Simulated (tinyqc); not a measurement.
Band offset from the macroscopic average of a supercell potential: one step. The potential line-up. Two cases, with inputs chosen for the exercise.

Problem. Read the macroscopic average in the middle of each region, j = 17 and j = 50, and its slope in A by a central difference over two points each way.

Case 1.

Values chosen (out of a larger set: gaps near those of Si and GaP; not measured data): h = 0.25 angstrom (grid step).

macroscopic average (eV): [-8.49760, -9.44879, -10.20856, -10.76835, -11.17881, -11.46046, -11.61167, -11.66675, -11.68480, -11.69393, -11.69816, -11.69962, -11.69995, -11.69999, -11.69999, -11.70000, -11.70000, -11.70000, -11.70000, -11.70000, -11.70000, -11.70000, -11.69998, -11.69991, -11.69959, -11.69852, -11.69554, -11.68638, -11.65432, -11.55749, -11.34895, -11.01390, -10.55449, -9.94765, -9.15619, -8.21500, -7.27381, -6.48235, -5.87551, -5.41610, -5.08105, -4.87251, -4.77568, -4.74362, -4.73446, -4.73148, -4.73041, -4.73009, -4.73002, -4.73001, -4.73000, -4.73000, -4.73002, -4.73013, -4.73057, -4.73165, -4.73316, -4.73516, -4.75570, -4.85653, -5.09674, -5.47749, -5.98544, -6.64714, -7.50312]

Case 2.

Values chosen (out of a larger set: gaps near those of Si and Ge; not measured data): h = 0.3 angstrom (grid step).

macroscopic average (eV): [-10.42912, -10.41657, -10.38399, -10.32613, -10.26204, -10.20553, -10.16185, -10.13792, -10.13015, -10.12942, -10.12989, -10.13003, -10.13003, -10.13001, -10.13000, -10.13000, -10.13000, -10.13000, -10.13000, -10.13000, -10.13000, -10.13000, -10.13001, -10.13002, -10.13002, -10.12996, -10.12994, -10.13044, -10.13395, -10.15025, -10.18601, -10.23662, -10.29719, -10.35268, -10.38768, -10.41000, -10.43232, -10.46732, -10.52281, -10.58338, -10.63399, -10.66975, -10.68605, -10.68956, -10.69006, -10.69004, -10.68998, -10.68998, -10.68999, -10.69000, -10.69000, -10.69000, -10.69000, -10.69001, -10.69007, -10.69013, -10.68932, -10.68514, -10.67586, -10.65405, -10.61608, -10.56733, -10.51019, -10.46143, -10.43803]

Give: plateau in A; plateau in B; dV = B - A; slope in A.

Solution.

Case 1.

plateau in A = -11.700 eV
plateau in B = -4.730 eV
dV = B - A = 6.970 eV
slope in A = 0.000 eV/angstrom

Case 2.

plateau in A = -10.130 eV
plateau in B = -10.690 eV
dV = B - A = -0.560 eV
slope in A = 0.000 eV/angstrom

The plateaus are flat, so the line-up is well defined.

Computed by tinyqc, one run a case: `OMP_NUM_THREADS=1 python tinyqc.py N N+1 out.jsonl` with N = 1880412, 1881085; one thread of a shared Intel(R) Xeon(R) Processor @ 2.30GHz, about 0.01 s a run at most.
